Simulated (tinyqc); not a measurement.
Metal-interlayer-semiconductor contact, depinning against tunnelling resistance: one step of the calculation.

Zero bias, n-type semiconductor. Gap states at the semiconductor surface thin out as exp(-be ti), which unpins the barrier; electrons must then cross the interlayer (a rectangular barrier, no voltage drop across it) and the parabolic depleted layer, both by WKB. Energies E are counted from the Fermi level; no image force, parabolic bands.

Problem. Pinning, barrier and scales. S = 1/(1 + (1/S0 - 1) exp(-be ti)); phiB = S (phiM - chi) + (1 - S)(Eg - E0); xi = Ec - EF deep inside, from Nd = Nc F(-xi/Vt), F(x) = (2/sqrt(pi)) int_0^infinity sqrt(u) du/(1 + exp(u - x)); band bending U = phiB - xi; E00 = (hbar/2) sqrt(Nd/(eps0 eps_r mt m0)) in volts; A = 4 pi q mA m0 kB^2/h^3.

Parameters, values chosen for the exercise; semiconductor values close to those of germanium; interlayer mass of the order of that in titanium dioxide, offset chosen freely:
```
symbol,value,unit,meaning
T,300,K,temperature
Eg,0.663,eV,band gap
eps_r,16.1,,relative permittivity
chi,3.95,eV,electron affinity
Nc,1.04e19,cm^-3,conduction-band density of states at T
mt,0.123,m0,tunnelling mass in the semiconductor
mA,1.11,m0,Richardson mass
Nd,8.9e18,cm^-3,donor density
E0,0.089,eV,charge-neutrality level above the valence band
S0,0.05,,pinning factor without interlayer
phiM,4.49,eV,metal work function
ti,1.5,nm,interlayer thickness
be,1.9,1/nm,decay constant of gap states through the interlayer
```

Constants: q = 1.602176634e-19 C, kB = 1.380649e-23 J/K, eps0 = 8.8541878128e-12 F/m, hbar = 1.054571817e-34 J s, h = 6.62607015e-34 J s, m0 = 9.1093837015e-31 kg, Vt = kB T/q. Results are converted to the units shown.

Wanted: S; phiB; xi; U; E00; A.

Solution.

S = 0.47641
phiB = 0.55780 eV
xi = -0.0037038 eV
U = 0.56151 eV
E00 = 0.039360 eV
A = 133.39 A/(cm^2 K^2)

Computed by the program tinyqc: `OMP_NUM_THREADS=1 python tinyqc.py 2270144 2270145 out.jsonl`, one thread of a shared Intel Xeon 2.30GHz, about 0.04 s for the whole run.
